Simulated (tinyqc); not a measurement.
Rotating the field: cyclotron resonance of ellipsoidal valleys, Ge type.

Valleys along [111], [-111], [1-11], [11-1], mass ml along the axis and mt across it. B lies in the (1-10) plane, b = (sin(theta)/sqrt2, sin(theta)/sqrt2, cos(theta)). For the angle phi between B and the axis, 1/mc^2 = cos^2(phi)/mt^2 + sin^2(phi)/(mt ml). Resonance: h nu = 2 muB B/mc, h = 2 pi hbar.

Inputs chosen for the exercise (out of a larger set: near those of Ge; not measured data): ml = 1.582 m0 (longitudinal mass); mt = 0.086 m0 (transverse mass); ths = (0, 10, 25, 35, 55, 70, 90) degrees (angles).

mc against theta; [-111] and [1-11] stay equal in this plane.

Cyclotron masses (m0):
```
theta (degrees)   [111]  [-111]  [11-1]
0                0.1415  0.1415  0.1415
10               0.1180  0.1433  0.1807
25               0.0982  0.1537  0.2960
35               0.0910  0.1668  0.3688
55               0.0860  0.2163  0.2135
70               0.0890  0.2847  0.1431
90               0.1039  0.3689  0.1039
```

All valleys give one line at theta = 0, B along [001], with mc = 0.1415. The [111] valley reaches mt at 54.7 degrees, and [11-1] reaches its largest value sqrt(ml mt) = 0.3689 at 35.3 degrees, where B is perpendicular to it; the listed maximum of that branch is 0.3688. The pair [-111], [1-11] reaches the same value at 90 degrees.

tinyqc: `OMP_NUM_THREADS=1 python tinyqc.py 1252061 1252062 out.jsonl`; about 0.01 s, one thread, shared Intel(R) Xeon(R) Processor @ 2.30GHz.
